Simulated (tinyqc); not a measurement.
Regular and subregular solution with a miscibility gap. Changing the overall fraction x0. Computed by tinyqc, a small Python program. Command: `OMP_NUM_THREADS=1 python tinyqc.py 3017788 3017789 out.jsonl regsol sweep`. One thread of a shared host (Intel(R) Xeon(R) Processor @ 2.30GHz), about 0.01 s of CPU time with the checks.

Per mole of mixing sites: G(x) = x (1 - x) [L0 + L1 (1 - 2x)] + R T [x ln x + (1 - x) ln(1 - x)], x the fraction of B.

Inputs (values chosen for the exercise, for a model semiconductor alloy): lattice constant a_A = 5.869 angstrom; lattice constant a_B = 6.058 angstrom; constant K = 50300 kJ angstrom^2.5/mol; asymmetry L1 = 0.1 kJ/mol; temperature T = 86 K; start value s0 = 0.05.

Source of L0: delta-lattice-parameter rule.

Constants: R = 8.314462618 J/(mol K).

Method:
- A bonding enthalpy -K a^(-2.5) with a linear in x gives L0 = 4.375 K (a_A - a_B)^2/abar^4.5, abar the mean lattice constant; eta = (a_B - a_A)/abar.
- G' = L0 (1 - 2x) + L1 (1 - 6x + 6x^2) + R T ln[x/(1 - x)]; G'' = -2 L0 - 6 L1 (1 - 2x) + R T/[x (1 - x)].
- Common tangent: F1 = G'(x1) - G'(x2) = 0 and F2 = [G - x G'](x1) - [G - x G'](x2) = 0. Newton step: J = [[G''(x1), -G''(x2)], [-x1 G''(x1), x2 G''(x2)]], J dx = -F; a step that would leave 0 < x < 1 is halved until it stays inside. The start is x1 = s0, x2 = 1 - s0.
- Stop when the step is below 1e-12, or when x1 and x2 meet within 1e-5; residuals under 1e-7 are shown as 0.
- Inside the gap the B-rich phase has the fraction f = (x0 - x1)/(x2 - x1), and the gain is (1 - f) G(x1) + f G(x2) - G(x0); outside it one phase remains.

One run for each value:
```
overall fraction x0  fraction f of the B-rich phase  free energy of decomposition (J/mol)
0.05                                         0.0213                            -2.907e+00
0.15                                         0.1290                            -5.154e+01
0.25                                         0.2367                            -1.055e+02
0.35                                         0.3443                            -1.446e+02
0.45                                         0.4520                            -1.628e+02
0.55                                         0.5597                            -1.585e+02
0.65                                         0.6674                            -1.330e+02
0.75                                         0.7750                            -9.021e+01
0.85                                         0.8827                            -3.847e+01
0.95                                         0.9904                            -4.985e-01
```

Over the rows, fraction f of the B-rich phase rises from 0.0213 to 0.990 (exponent d ln y / d ln x 1.6 between the first rows and 1.0 between the last); free energy of decomposition (J/mol) goes from -2.91 through a minimum among these rows, -163 at 0.450, to -0.499.

Extremes, crossings and ranges named in words are read from the listed rows.
